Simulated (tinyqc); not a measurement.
Hoppings from the band edges.

Question. A dimerised chain has bands +/- sqrt(dl^2 + t1^2 + t2^2 + 2 t1 t2 cos k). Its semi-infinite form starts with the bond t1 and has no state bound to its end; such a state exists only for t1 < t2. Find t1 and t2.

Inputs (values chosen for the exercise):
```
symbol,value,unit,meaning
dl,0,eV,"site energy, +dl on A and -dl on B"
```

bottom and top of the upper band (eV): 1.02  6.42

Answer. The top gives t1 + t2 = sqrt(E^2 - dl^2) and the bottom |t1 - t2|; the end state decides which is larger.

t1 = 3.720 eV
t2 = 2.700 eV

Program tinyqc, `OMP_NUM_THREADS=1 python tinyqc.py 2680127 2680128 out.jsonl`; Intel Xeon 2.30GHz, shared host, one thread, about 0.01 s.
